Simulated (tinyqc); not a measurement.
From failure time at T_u back to thickness d: permeation of metal atoms or ions through a thin barrier or dielectric: time lag, field-aided drift and lifetime. Computed by tinyqc, a small Python program. Command: `OMP_NUM_THREADS=1 python tinyqc.py 3009358 3009359 out.jsonl barrier inv`. One thread of a shared host (Intel(R) Xeon(R) Processor @ 2.30GHz), about 0.06 s of CPU time with the checks.

The film 0 < x < d is empty at first; C = C0 at x = 0 and C = 0 at x = d. dC/dt = D d2C/dx2.

Inputs (values chosen for the exercise, for a model case: neutral metal atoms through a barrier):
```
quantity,value,unit
prefactor D0,0.0036,cm^2/s
activation energy E,1.5,eV
concentration at the source side C0,1.1e+18,1/cm^3
charge number z,0,-
voltage V (positive drives ions across),0,V
critical dose Q_c,2e+10,1/cm^2
test temperature T,300,C
use temperature T_u,70,C
```

Constants: k_B = 8.617333262e-05 eV/K.

Method:
- D = D0 exp(-E/(k_B T)); time scale d^2/D; Peclet number P = z V/(k_B T), k_B T in eV; 1 nm = 1e-7 cm.
- Temperatures in kelvin are T(C) + 273.15.
- Steady flux J = (D C0/d) P/(1 - exp(-P)); time lag in units of d^2/D: s_L = [P (1 + exp(-P))/(1 - exp(-P)) - 2]/P^2 (P = 0: J = D C0/d, s_L = 1/6).
- Dose through the film Q(s) = C0 d {f (s - s_L) - 2 exp(P/2) sum_(n=1..200) (-1)^n n^2 pi^2 exp(-l_n s)/l_n^2}, l_n = n^2 pi^2 + P^2/4, f = P/(1 - exp(-P)) the relative flux.
- Solve Q = Q_c for s. At the use temperature D and P take T_u, with the same C0 and V; 1 year = 3.15576e7 s.

Task: A run gave the result below. Find the thickness d, known to lie between 1.5 and 3.9 nm.

failure time at T_u = 1181.805 years

Result:

Each step takes the trial c = (a f_b - b f_a)/(f_b - f_a), f being the result less the target and a, b, c the logarithms of the listed values; c replaces end b, the old b replaces a if the sign of f changed, and otherwise f_a is halved.

Scan of the range:
```
thickness d (nm),failure time at T_u (years)
1.50,582.54
1.76,740.54
2.06,941.07
2.42,1206.46
2.84,1548.95
3.33,1991.54
3.90,2562.56
```

False position (Illinois rule, in the logarithm of the input) inside the bracket:
```
step,end a,end b,trial,failure time at T_u (years)
1,2.06000,2.42000,2.38405,1178.78
2,2.42000,2.38405,2.38796,1181.77
3,2.42000,2.38796,2.38804,1181.84
4,2.38796,2.38804,2.38800,1181.80
```

Failure time at T_u rises at every point of a 13-point scan of the range (every second point is shown), so one value fits; it is bracketed by 2.06 and 2.42. Answer: thickness d = 2.388 nm.

Caution: grain boundaries, pinholes, trapping and space charge are left out; thin real barriers usually fail at defects.
